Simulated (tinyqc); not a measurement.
Weibull slope from two areas.

Problem. Oxide breakdown times follow a Weibull law, F = 1 - exp(-(t/t63)^beta). For defects spread at random t63 goes as A^(-1/beta). Find beta and the time at which the share Fp of the area-A2 devices has failed, t63(A2) (-ln(1 - Fp))^(1/beta).

Values chosen for this exercise:
- A1 = 430 um^2 (area of a test capacitor)
- A2 = 4e5 um^2 (gate area of the product)
- Fp = 0.001 (allowed share of failed products)

t63 at the areas A1 and A2 (s): [190, 0.036984026]

Answer. beta = ln(A2/A1)/ln(t63(A1)/t63(A2)).

beta = 0.800
time to Fp = 6.58e-6 s

tinyqc, about 0.01 s, one thread, Intel Xeon 2.30GHz (shared host): `OMP_NUM_THREADS=1 python tinyqc.py 2070151 2070152 out.jsonl`
